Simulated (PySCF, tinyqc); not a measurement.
Inside a calculation. Method: CCSD on RHF in the sto-3g basis, for H3+, spin multiplicity 1. The lowest restricted solution is unstable here: a spin-polarised one lies 0.0000 hartree lower (PySCF). One step of it, computed by the program tinyqc.

Task: Integrals over molecular orbitals. (pq|rs) = sum C_ip C_jq C_kr C_ls (ij|kl), one index at a time.

coefficients C:
```
,MO1,MO2,MO3
1H 1s,0.584298,0.000000,1.176171
2H 1s,0.346784,0.749740,-0.810137
3H 1s,0.346784,-0.749740,-0.810137
```

core Hamiltonian H = T + V (hartree), lower triangle:
```
,1H 1s,2H 1s,3H 1s
1H 1s,-1.472095
2H 1s,-0.830780,-1.227902
3H 1s,-0.830780,-0.208440,-1.227902
```

Two-electron integrals (ij|kl) in chemists' order, unique and non-zero (hartree):
```
i,j,k,l,(ij|kl)
1,1,1,1,0.774606
2,1,1,1,0.298809
2,1,2,1,0.148564
2,2,1,1,0.470613
2,2,2,1,0.298809
2,2,2,2,0.774606
3,1,1,1,0.298809
3,1,2,1,0.107575
3,1,2,2,0.165487
3,1,3,1,0.148564
3,2,1,1,0.065098
3,2,2,1,0.028192
3,2,2,2,0.051147
3,2,3,1,0.028192
3,2,3,2,0.006249
3,3,1,1,0.470613
3,3,2,1,0.165487
3,3,2,2,0.257905
3,3,3,1,0.298809
3,3,3,2,0.051147
3,3,3,3,0.774606
```

Give: one-electron integrals over orbitals h = C^T H C; Two-electron integrals over orbitals.

Result:

one-electron integrals over orbitals h = C^T H C (hartree), lower triangle:
```
,1,2,3
1,-1.521
2,0.000,-1.146
3,-0.096,0.000,-0.755
```

Two-electron integrals over orbitals (pq|rs), unique and non-zero (hartree):
```
p,q,r,s,(pq|rs)
1,1,1,1,0.565
2,1,2,1,0.146
2,2,1,1,0.479
2,2,2,2,0.531
3,1,1,1,0.096
3,1,2,2,-0.039
3,1,3,1,0.136
3,2,2,1,-0.141
3,2,3,2,0.159
3,3,1,1,0.570
3,3,2,2,0.509
3,3,3,1,0.082
3,3,3,3,0.609
```
